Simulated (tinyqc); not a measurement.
Deep-level transient spectroscopy (DLTS) of one majority-carrier trap: one step, computed by the program tinyqc.

A filling pulse loads the traps in a one-sided junction; under reverse bias they empty at the rate e, and the capacitance relaxes as C(t) = C_0 - dC exp(-e t). The signal is S = [C(t_2) - C(t_1)]/dC.

Task: Emission rate at T. e = g sigma v N_b exp(-E/k_B T), v = sqrt(3 k_B T/m), N_b = 2 M (2 pi m k_B T/h^2)^(3/2), sigma = sigma_0, E = E_t.

Inputs (values chosen for the exercise, with mass and screening modelled on germanium): density-of-states mass m = 0.353 m_0; valleys M = 1; trap depth E_t = 0.138 eV; cross-section sigma_0 = 2.3e-15 cm^2; degeneracy ratio g = 2; temperature T = 69 K.

Carriers: holes. Extra term: none.

Constants: k_B = 8.617333262e-05 eV/K; k_B = 1.380649e-23 J/K; m_0 = 9.1093837015e-31 kg; h = 6.62607015e-34 J s.

Give: thermal velocity v; N_b; sigma; E; emission rate e.

Result:

thermal velocity v = 9.427e+06 cm/s

N_b = 5.805e+17 cm^-3

sigma = 2.30e-15 cm^2

E = 0.138 eV

emission rate e = 2.096 1/s
